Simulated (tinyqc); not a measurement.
Which lattice a d-band metal prefers: Slater-Koster d bands of an fcc metal.

Slater-Koster d bands. For a bond with direction cosines (l, m, n) the 5 x 5 block is dds Ps + ddp Pp + ddd (1 - Ps - Pp), the projectors on sigma, pi and delta states about the bond; for instance <xy|xy> = 3 l^2 m^2 dds + (l^2 + m^2 - 4 l^2 m^2) ddp + (n^2 + l^2 m^2) ddd, <xy|yz> = 3 l m^2 n dds + l n (1 - 4 m^2) ddp + l n (m^2 - 1) ddd and <3z2-r2|3z2-r2> = (n^2 - (l^2 + m^2)/2)^2 dds + 3 n^2 (l^2 + m^2) ddp + (3/4)(l^2 + m^2)^2 ddd. H(k) sums the blocks times cos(k.R) over the neighbours; the d level is the zero of energy; k in 2 pi/a.

Mesh: k = f1 b1 + f2 b2 + f3 b3 with fractions (j + 1/2)/N, j = 0 to N - 1, and b = (-1,1,1), (1,-1,1), (1,1,-1) for fcc, (0,1,1), (1,0,1), (1,1,0) for bcc, unit vectors for simple cubic. The lowest Nd/10 of all levels are filled with two electrons each; the bond energy is their sum per atom.

Inputs chosen for the exercise (of the size met in Cu; the results hold for these values, not for the real material): dds = -0.362 eV (dd sigma); ddp = 0.203 eV (dd pi); ddd = -0.051 eV (dd delta); f2 = 0.487 (factor for second neighbours in bcc); N = 8 (mesh).

fcc has twelve neighbours, bcc eight and six (the six times f2), simple cubic six. The integrals of bcc and sc are scaled so that all three have the second moment of fcc, which stands for equal repulsion (structural energy difference theorem). s and p electrons are left out.

Bond energy per atom:

| Nd | fcc (eV) | bcc - fcc (meV) | sc - fcc (meV) |
|---|---|---|---|
| 1 | -1.183 | 80 | -44 |
| 2 | -2.037 | 45 | -13 |
| 3 | -2.675 | -54 | 85 |
| 5 | -3.180 | -19 | 221 |
| 6 | -2.987 | 131 | 112 |
| 7 | -2.535 | 147 | -54 |
| 8 | -1.888 | 61 | -162 |
| 9 | -1.034 | -56 | -193 |

Give the missing row, Nd = 4.

Computed row:
```
Nd  fcc (eV)  bcc - fcc (meV)  sc - fcc (meV)
4     -3.076             -139             202
```

scale factors: bcc 1.1285, sc 1.4142

mu3/mu2^1.5: fcc -0.164, bcc -0.158, sc 0.000

mu4/mu2^2: fcc 1.806, bcc 1.689, sc 2.359

largest change of a difference when N is raised to 14 = 12 meV

fcc is lowest for Nd = 6. bcc is lowest for Nd = 3, 4 and 5. sc is lowest for Nd = 1, 2, 7, 8 and 9. bcc gains most on fcc at Nd = 4 (-139 meV). A small fourth moment marks a two-peaked band, which tends to favour fillings near one half; bcc has -6 % against fcc, and at Nd = 5 it lies -19 meV from fcc (differences of a few tens of meV are within the error of the mesh; hcp is left out, and this d-only model can miss the lattice of the real metal). The third moments, from three-membered rings, skew the bands. That simple cubic wins anywhere comes from keeping d bands and equal second moments alone; no transition metal takes it. Differences below about 12 meV are within the error of this mesh, and the s and p electrons left out weigh most where the d band is nearly empty or full.

Computed by tinyqc, a small Python program: `OMP_NUM_THREADS=1 python tinyqc.py 1480939 1480940 out.jsonl` (the numbers bound the seed that draws the inputs); one thread of a shared host (Intel(R) Xeon(R) Processor @ 2.30GHz), about 0.06 s for the whole set of steps.
